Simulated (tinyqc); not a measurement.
# Quantum limit of the contact resistance of a two-dimensional channel: effects of single changes

Parabolic band with gv valleys, C = hbar^2/(2 m0), eta = (EF - Ec)/(kB T). Landauer picture: each mode conducts 2 q^2/h, and the contacts and the channel add incoherently in series, 1/Tt - 1 = 2 (1/tc - 1) + L/lam for the total transmission Tt.

Parameters, values chosen for the exercise:
- T = 300 K (temperature)
- m = 0.44 m0 (mass)
- gv = 3 (valleys)
- n = 6.5e12 cm^-2 (carrier density)
- tc = 0.89 (transmission of each contact)
- lam = 30 nm (back-scattering length of the channel)

Constants: q = 1.602176634e-19 C, kB = 1.380649e-23 J/K, hbar = 1.054571817e-34 J s, h = 6.62607015e-34 J s, m0 = 9.1093837015e-31 kg, Vt = kB T/q, hbar^2/(2 m0) = 0.0380998212 eV nm^2. Results are converted to the units shown.

Each table varies one quantity; the others keep the values above.

## Quantum limit against density

n = N ln(1 + exp(eta)), N = gv m kB T/(2 pi C); modes per width M = gv sqrt(m kB T/C) Fm(eta)/(2 sqrt(pi)), Fm(x) = (1/sqrt(pi)) int_0^infinity u^(-1/2)/(1 + exp(u - x)) du; at zero temperature M0 = gv kF/pi, kF = sqrt(2 pi n/gv). kB T in eV. RQ = (h/2q^2)/M for the whole device, R = RQ/Tt; the part of one contact is Rc = RQ (1/tc - 1/2) and the channel adds RQ L/lam.

Result of one run:
```
n (cm^-2)    eta  M (1/um)  M0 (1/um)  RQ/2 (ohm um)
3e13       1.975     672.2      756.9          9.600
```

What becomes of these results when the carrier density n is changed from 3e13 to 7.3e13 cm^-2, all else the same?

Result of the changed run:
```
n (cm^-2)    eta  M (1/um)  M0 (1/um)  RQ/2 (ohm um)
7.3e13     5.115      1158       1181          5.574
```

The whole series:
```
n (cm^-2)      eta  M (1/um)  M0 (1/um)  RQ/2 (ohm um)
1.4e11      -4.618     4.532      51.71           1424
3.4e11      -3.724     10.97      80.58          588.0
8.3e11      -2.814     26.60      125.9          242.6
2e12        -1.893     63.04      195.4          102.4
5e12       -0.8672     151.1      309.0          42.70
1.2e13      0.2781     330.6      478.7          19.52
3e13         1.975     672.2      756.9          9.600
7.3e13       5.115      1158       1181          5.574
```

The limit for one contact, RQ/2, falls from 1420 to 5.57 ohm um, as n^(-1.00) between the first two rows (eta = -4.6) and n^(-0.61) between the last two (eta = 5.1); the non-degenerate power is -1 and the degenerate one -1/2. M0 is 11.4 times M in the first row and 2.0 % above it in the last.

## Total resistance against length

Same model as above.

kB T in eV.

Total resistance against length:
```
L (nm)  R (ohm um)  share of the contacts (%)
2.4          89.00                      93.97
5.4          95.70                      87.39
12           110.5                      75.72
27           144.0                      58.08
59           215.5                      38.81
130          374.2                      22.35
290          731.9                      11.43
650           1537                      5.443
```

What does the comparison show?

R is a straight line in L with intercept 2 Rc = 83.6 ohm um; the share of the contacts falls from 94.0 to 5.44 % and is one half at L = lam (2/tc - 1) = 37.4 nm.

Program tinyqc, `OMP_NUM_THREADS=1 python tinyqc.py 2760104 2760105 out.jsonl`; Intel Xeon 2.30GHz, shared host, one thread, about 0.01 s.
